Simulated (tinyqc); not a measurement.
Carrier lifetime from Shockley-Read-Hall, radiative, Auger and surface recombination: one step, computed by the program tinyqc.

Energies are counted from the top of the valence band. Boltzmann statistics, full ionisation, and equal excess densities of electrons and holes.

Task: Steady state under generation. With n = n_0 + dn, p = p_0 + dn and U/dn = 1/tau: (n p - n_i^2)/dn = n_0 + p_0 + dn = s; 1/tau_SRH = s/[tau_p0 (n + n1) + tau_n0 (p + p1)]; 1/tau_rad = B s; 1/tau_Aug = (C_n n + C_p p) s; the rates add, with 1/tau_s. dn solves dn/tau_eff(dn) = G (60 bisections in ln dn between 1e-2 and 1e22 cm^-3); the splitting of the quasi-Fermi levels is k_B T ln(n p/n_i^2).

Inputs (values chosen for the exercise, with bands modelled on germanium):
```
quantity                   value        unit
temperature T                250           K
radiative coefficient B  2.1e-14      cm^3/s
Auger coefficient C_n    2.5e-31      cm^6/s
Auger coefficient C_p    2.6e-31      cm^6/s
generation rate G          1e+18  cm^-3 s^-1
```

Doping: n-type. Surface term: two equal surfaces.

n_0 = 5.900000e+16 cm^-3

p_0 = 1.563048e+07 cm^-3

tau_p0 = 1.363903e-05 s

n1 = 1.831785e+10 cm^-3

tau_n0 = 5.296442e-06 s

p1 = 5.034423e+13 cm^-3

tau_s = 4.475498e-07 s

n_i = 9.603115e+11 cm^-3

Constants: k_B = 8.617333262e-05 eV/K.

Give: steady excess density; lifetime in the steady state; quasi-Fermi splitting under G.

Result:

steady excess density = 4.329e+11 cm^-3

lifetime in the steady state = 4.329e-07 s

quasi-Fermi splitting under G = 0.2204 eV
